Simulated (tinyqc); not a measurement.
Inside a calculation. Model: ballistic Schottky-barrier transistor with a two-dimensional channel, WKB contacts.

tinyqc, about 0.3 s, one thread, Intel Xeon 2.30GHz (shared host): `OMP_NUM_THREADS=1 python tinyqc.py 2390130 2390131 out.jsonl` Printed values are rounded.

Source Fermi level 0, drain Fermi level -Vd. Far from the contacts Ec = pn - psi, and the gate moves psi one to one; the band edges relax as exp(-x/lam) from pn at the source and pn - Vd at the drain; Ev = Ec - Eg. A carrier of energy w inside the channel band meets at a contact a barrier of height D (the contact edge beyond the channel edge): T = 1 for w >= D, else exp(-S), S = 4 lam sqrt(m/C) [sqrt(D - w) - sqrt(w) arctan sqrt((D - w)/w)], C = hbar^2/(2 m0). The two contacts combine as Ts Td/(Ts + Td - Ts Td).

Values chosen for this exercise; channel values close to those of a black phosphorus layer: temperature T = 300 K; band gap Eg = 0.592 eV; barrier for electrons at both contacts pn = 0.26 eV; electron mass mn = 0.16 m0; hole mass mp = 0.14 m0; valleys or subbands g = 1; screening length at the contacts lam = 2.2 nm; drain bias Vd = 0.7 V; band shift psi of the channel by the gate ps = 0.19 V; energy of one carrier inside the channel band w0 = 0.22 eV; upper end of the grid wm = 0.69 eV; points of the grid nE = 17.

Constants: q = 1.602176634e-19 C, kB = 1.380649e-23 J/K, hbar = 1.054571817e-34 J s, h = 6.62607015e-34 J s, m0 = 9.1093837015e-31 kg, Vt = kB T/q, hbar^2/(2 m0) = 0.0380998212 eV nm^2. Results are converted to the units shown.

Range of the model: No scattering, image-force lowering, channel charge or band-to-band tunnelling; parabolic kappa overstates S deep in the gap.

## Band edges and barriers

Electrons: Ds = psi, Dd = psi - Vd, Es = Ec, Ed = Ec + Vd. Holes: Ds = -psi, Dd = Vd - psi, Es = -Ev, Ed = -Ev - Vd. The size of each current is taken; both flow from drain to source and add.

Ec = 0.07 eV
Ev = -0.522 eV
D for electrons (eV): source 0.190000, drain -0.510000
D for holes (eV): source -0.190000, drain 0.510000

A negative D is no barrier. Here the holes carry the larger current.

## Transmission of one of the holes

S and T at both contacts for w = w0, and the tunnelling distance lam ln(D/w) at the higher barrier.

S at the source = 0
S at the drain = 2.32522
combined T = 0.0977621
tunnelling distance = 1.84972 nm

## Current of the holes on a coarse grid

I/W = g (2 q^2/h) int T(w) [N(Es + w) - N(Ed + w)] dw with w the energy of motion along the channel, N(y) = (1/2 pi) sqrt(pi m kB T/C) Fm(-y/kB T), Fm(x) = (1/sqrt(pi)) int_0^infinity u^(-1/2)/(1 + exp(u - x)) du. Electrons: Ds = psi, Dd = psi - Vd, Es = Ec, Ed = Ec + Vd. Holes: Ds = -psi, Dd = Vd - psi, Es = -Ev, Ed = -Ev - Vd. The size of each current is taken; both flow from drain to source and add. Simpson's rule on nE equally spaced w from 0 to wm.

```
point    w (eV)  Ts          Td           T  size of the supply difference (1/um)
0      0.000000   1  5.86351e-6  5.86351e-6                               254.911
1      0.043125   1  8.61226e-4  8.61226e-4                               220.026
2      0.086250   1  0.00499817  0.00499817                               177.577
3      0.129375   1   0.0169241   0.0169241                               122.951
4      0.172500   1   0.0431456   0.0431456                               59.8445
5      0.215625   1   0.0913457   0.0913457                               17.4693
6      0.258750   1    0.168762    0.168762                               3.71073
7      0.301875   1    0.279952    0.279952                              0.717295
8      0.345000   1    0.424315    0.424315                              0.135921
9      0.388125   1    0.593779    0.593779                             0.0256572
10     0.431250   1    0.770911    0.770911                            0.00483966
11     0.474375   1    0.926544    0.926544                            9.12768e-4
12     0.517500   1           1           1                            1.72145e-4
13     0.560625   1           1           1                            3.24659e-5
14     0.603750   1           1           1                            6.12293e-6
15     0.646875   1           1           1                            1.15476e-6
16     0.690000   1           1           1                            2.17783e-7
```

current = 27.4530 uA/um

A converged quadrature gives 27.55 uA/um; this grid is 0.35 % below that. 0.00167 % of it passes over both barriers, the rest tunnels. The other carrier adds 0.535 uA/um.
